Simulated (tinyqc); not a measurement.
When the interface binds a state: heterojunction of two tight-binding chains.

Left chain: hopping -t1, sites at 2 t1 (band bottom 0). Right chain: hopping -t2, sites at dE + 2 t2 (bottom dE). t = c/(m a^2), c = hbar^2/2m0. The bond across the interface is -tc with tc = f sqrt(t1 t2), and the last left site has the extra energy U. In a chain E = bottom + 2t (1 - cos(ka)); the surface Green function of a half chain is g = -exp(ika)/t, with Im k > 0 where cos(ka) > 1.

Constants: hbar^2/2m0 = 3.80998211 eV angstrom^2.

Values chosen for the exercise (masses and offset of the size met at InGaAs / InP; the results hold for these values, not for the real material): a = 4 angstrom (site spacing); m1 = 0.043 m0 (mass on the left); m2 = 0.08 m0 (mass on the right); dE = 0.2 eV (band offset); f = 1 (factor on the interface hopping).

A state below both bands solves E - 2 t1 - U - S1(E) - S2(E) = 0 for E < 0, with S1 = -t1 z1, S2 = -(tc^2/t2) z2 and |z| < 1 the decaying root of z + 1/z = 2 - (E - bottom)/t. Decay lengths -a/ln|z|. The threshold is the U that solves the equation at E = 0. A dash: no bound state.

Interface state:
```
U (eV)   E (eV)  decay left (angstrom)  decay right (angstrom)
-0.38         -                      -                       -
-0.76         -                      -                       -
-1.14         -                      -                       -
-1.39   -0.0026                  184.4                    15.4
-1.64   -0.0185                   69.3                    14.8
-2.02   -0.0600                   38.4                    13.6
-2.52   -0.1373                   25.4                    11.9
-3.78   -0.4241                   14.5                     8.8
```

threshold U = -1.2614 eV

What can be read from this table?

The step pushes the state out, so an attraction must exceed 1.2614 eV to bind; 5 of the 8 rows are bound. At U = -3.78 eV the state decays over 14.5 angstrom to the left and 8.8 to the right, where the band lies higher.

Run: tinyqc, `OMP_NUM_THREADS=1 python tinyqc.py 1450071 1450072 out.jsonl`; Intel(R) Xeon(R) Processor @ 2.30GHz, one thread, shared host; about 0.01 s of CPU time with all checks.
